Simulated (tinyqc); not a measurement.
Finite-difference solution of the diffusion equation on a small grid: one step, computed by the program tinyqc.

dC/dt = D d2C/dx2 on nodes x_j = j dx, j = 0..11; the far end is sealed.

Problem. Amplification factors. The mode of M with eigenvalue mu has its amplitude multiplied per step by g = (1 + (1 - theta) r mu)/(1 - theta r mu), with theta = 0 explicit, 1 implicit, 1/2 Crank-Nicolson; the explicit scheme is stable for r up to 2/|mu_min|.

Boundary at x = 0: sealed surface. Scheme: explicit.

operator M:
```
     0   1   2   3   4   5   6   7
0   -2   2   0   0   0   0   0   0
1    1  -2   1   0   0   0   0   0
2    0   1  -2   1   0   0   0   0
3    0   0   1  -2   1   0   0   0
4    0   0   0   1  -2   1   0   0
5    0   0   0   0   1  -2   1   0
6    0   0   0   0   0   1  -2   1
7    0   0   0   0   0   0   1  -2
8    0   0   0   0   0   0   0   1
9    0   0   0   0   0   0   0   0
10   0   0   0   0   0   0   0   0
11   0   0   0   0   0   0   0   0

     8   9  10  11
0    0   0   0   0
1    0   0   0   0
2    0   0   0   0
3    0   0   0   0
4    0   0   0   0
5    0   0   0   0
6    0   0   0   0
7    1   0   0   0
8   -2   1   0   0
9    1  -2   1   0
10   0   1  -2   1
11   0   0   2  -2
```

mesh ratio r = 0.384

Give: eigenvalues mu of M; factors g; largest stable r of the explicit scheme.

Solution.

eigenvalues mu of M: -4.000  -3.919  -3.683  -3.310  -2.831  -2.285  -1.715  -1.169  -0.690  -0.317  -0.081  0.000

factors g: -0.536  -0.505  -0.414  -0.271  -0.087  0.123  0.341  0.551  0.735  0.878  0.969  1.000

largest stable r of the explicit scheme = 0.5

The smallest factor is -0.536: the shortest waves flip sign at each step while they decay.
